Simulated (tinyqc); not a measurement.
Worked calculation: growth of a silicide layer between metal and silicon: linear-parabolic kinetics, ramp anneals and Kissinger analysis. Computed by tinyqc, a small Python program that keeps every step. Command: `OMP_NUM_THREADS=1 python tinyqc.py 3029221 3029222 out.jsonl silicide walk`. One thread of a shared host (Intel(R) Xeon(R) Processor @ 2.30GHz), about 0.1 s of CPU time with the checks. Intermediate numbers are printed to about 5 digits and carried at full precision; extremes and crossings named in words are read from the listed rows.

One compound layer of thickness x grows by diffusion through itself and reaction at an interface, dx/dt = 1/(2x/K + 1/v), until the metal is used up at x = a h.

Inputs (values chosen for the exercise, modelled on Ni2Si):

| quantity | value | unit |
|---|---|---|
| metal thickness h | 64 | nm |
| silicide formed per metal thickness a | 1.47 | - |
| silicon consumed per metal thickness b | 0.91 | - |
| prefactor of the parabolic constant K | 1.3e+15 | nm^2/s |
| activation energy E of K | 1.49 | eV |
| prefactor of the interface velocity v | 1.4e+14 | nm/s |
| activation energy E_v | 1.64 | eV |
| temperature T | 265 | C |
| time t | 41 | s |
| ramp rate beta | 10 | C/s |
| silicide resistivity | 26 | micro-ohm cm |
| junction depth x_j | 30 | nm |

Constants: k_B = 8.617333262e-05 eV/K.

## Final thickness

The silicide ends at the thickness a h.

final thickness = 94.08 nm

## Geometry at full reaction

Silicon consumed b h, sheet resistance rho/(final thickness) with 1 micro-ohm cm/nm = 10 ohm; margin to the junction x_j - b h.

silicon consumed = 58.24 nm

sheet resistance = 2.7636 ohm/square

margin to the junction = -28.24 nm

The silicide would punch through the junction.

## Isothermal growth

K = K0 exp(-E/(k_B T)), v = v0 exp(-E_v/(k_B T)). Temperatures in kelvin are T(C) + 273.15. x^2/K + x/v = t, so x = (K/(2v)) [sqrt(1 + 4 v^2 t/K) - 1], capped at a h; completion time t_c = (a h)^2/K + a h/v, a h being the final thickness; crossover thickness K/v.

K = 14.457 nm^2/s

v = 0.061308 nm/s

crossover thickness = 235.81 nm

thickness at time t = 2.4874 nm

completion time = 2146.8 s

3 % has reacted. Diffusion makes up 29 % of the completion time.

## Ramp anneal

Ramp from x = 0 at 100 C at the rate beta: dx/dT = (1/beta)/(2x/K + 1/v), integrated adaptively (tolerance 1e-9) until x = a h at T_f.

completion temperature T_f = 399.67 C

## Kissinger analysis

Plot ln(beta/T_f^2) against 1/(k_B T_f), T_f in kelvin; minus the least-squares slope estimates the activation energy.

Ramps:

| beta (C/s) | T_f (C) | 1/(k_B T_f) (1/eV) | ln(beta/T_f^2) |
|---|---|---|---|
| 0.03 | 287.82 | 20.686 | -16.166 |
| 0.1 | 307.84 | 19.974 | -15.032 |
| 0.3 | 327.40 | 19.323 | -14.000 |
| 1 | 350.40 | 18.610 | -12.871 |
| 3 | 372.98 | 17.960 | -11.843 |
| 10 | 399.67 | 17.248 | -10.720 |
| 30 | 426.02 | 16.598 | -9.699 |

Kissinger energy = 1.5817 eV

A thousandfold faster ramp raises the completion temperature by only 138 C. The fit gives 1.582 eV, against E = 1.49 eV for diffusion and E_v = 1.64 eV for the interface: it lies 61 % of the way from E to E_v, as both steps resist. Caution: nucleation and competing phases are left out; disilicides such as CoSi2 and the low-resistance form of TiSi2 start by nucleation and follow this law at best in part.

Checks made by the program: isothermal closed form against integration (relative difference below 1e-10).
